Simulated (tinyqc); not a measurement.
Charge state against the Fermi level: deep level with several charge states.

Energies from Ev. The defect has charge states +1, 0, -1 with weights 1, gm exp((EF - E1)/kT), exp((2 EF - E1 - E2)/kT); the shares are the weights over their sum. Boltzmann carriers: n = Nc exp((EF - Eg)/kT), p = Nv exp(-EF/kT). Neutrality: p - n + Nd + Nt <q> = 0.

Constants: kB = 8.617333262e-05 eV/K.

Parameters, chosen for this exercise (gap and densities of states near those of Ge at this temperature; not measured data):
- E1 = 0.321 eV (level (+1/0) above Ev)
- E2 = 0.448 eV (level (0/-1) above Ev)
- gm = 2 (degeneracy of the middle state, the others 1)
- T = 300 K

Shares:
```
EF (eV)     +1      0     -1     <q>
0.040    1.000  0.000  0.000   1.000
0.093    1.000  0.000  0.000   1.000
0.146    0.998  0.002  0.000   0.998
0.199    0.982  0.018  0.000   0.982
0.252    0.878  0.122  0.000   0.878
0.305    0.481  0.518  0.001   0.480
0.359    0.102  0.884  0.014   0.088
0.412    0.013  0.878  0.109  -0.096
0.465    0.001  0.508  0.491  -0.490
0.518    0.000  0.118  0.882  -0.882
0.571    0.000  0.017  0.983  -0.983
0.624    0.000  0.002  0.998  -0.998
```

Where the levels are several kT apart the middle state rules between about E1 - kT ln gm = 0.303 and E2 + kT ln gm = 0.466 eV; its largest share listed is 0.884. Each step spreads from 10 % to 90 % over 4.4 kT = 0.114 eV.

Computed by tinyqc, a small Python program: `OMP_NUM_THREADS=1 python tinyqc.py 1682093 1682094 out.jsonl` (the numbers bound the seed that draws the inputs); one thread of a shared host (Intel(R) Xeon(R) Processor @ 2.30GHz), about 0.01 s for the whole set of steps.
